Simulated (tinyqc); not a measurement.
Length of a molecular wire: coherent transport through a tight-binding bridge. Computed by the program tinyqc. 

A uniform bridge between two chains:
```
parameter,value
site energy (eV),2.170000
hopping in the bridge (eV),0.560000
lead hopping (eV),2.820000
couplings (eV),"0.47, 1.02"
E (eV),0.050000
```

T = Gamma_L Gamma_R |G_1n|^2 with the self-energies of semi-infinite chains.

Transmission against length:
```
sites,T,ln T
2,1.9908e-03,-6.219
3,1.6243e-04,-8.725
4,1.3259e-05,-11.231
5,1.0824e-06,-13.736
6,8.8358e-08,-16.242
7,7.2129e-09,-18.747
8,5.8881e-10,-21.253
9,4.8066e-11,-23.758
10,3.9237e-12,-26.264
```

E lies outside the band of the bridge (|E - e|/2h = 1.893 > 1), so T decays as exp(-beta n) with beta = 2 arccosh(1.893) = 2.5055 a site; the last two rows give 2.5055.
